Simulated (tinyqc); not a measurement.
Thermal stress, cracking, delamination and buckling of a thin film; Griffith cracks and misfitting inclusions: one step, computed by the program tinyqc. Command: `OMP_NUM_THREADS=1 python tinyqc.py 3014620 3014621 out.jsonl filmcrack walk`. One thread of a shared host (Intel(R) Xeon(R) Processor @ 2.30GHz), about 0.01 s of CPU time with the checks.

Isotropic linear elasticity; the substrate is much thicker than the film; stress is positive in tension.

Problem. Stress in the film. Thermal strain = (alpha_f - alpha_s)(T_d - T); stress = E/(1 - nu) x strain + intrinsic stress; plane-strain modulus Ebar = E/(1 - nu^2); G0 = stress^2 h/(2 Ebar) is the energy freed per area when a long strip loses its stress across its width.

Inputs (values chosen for the exercise, modelled on a silicon dioxide film on silicon):
```
quantity                     value        unit
film Young's modulus E        66.6         GPa
film Poisson ratio nu         0.17           -
film expansion alpha_f       0.529      1e-6/K
substrate expansion alpha_s    3.5      1e-6/K
deposition temperature T_d     975           K
final temperature T            300           K
intrinsic stress                46         MPa
film thickness h              0.35  micrometre
```

Give: thermal strain; film stress; Ebar; G0.

Solution.

thermal strain = -0.002005

film stress = -114.9 MPa

Ebar = 68.58 GPa

G0 = 0.03370 J/m^2

The film ends in compression; the thermal part is -161 MPa.
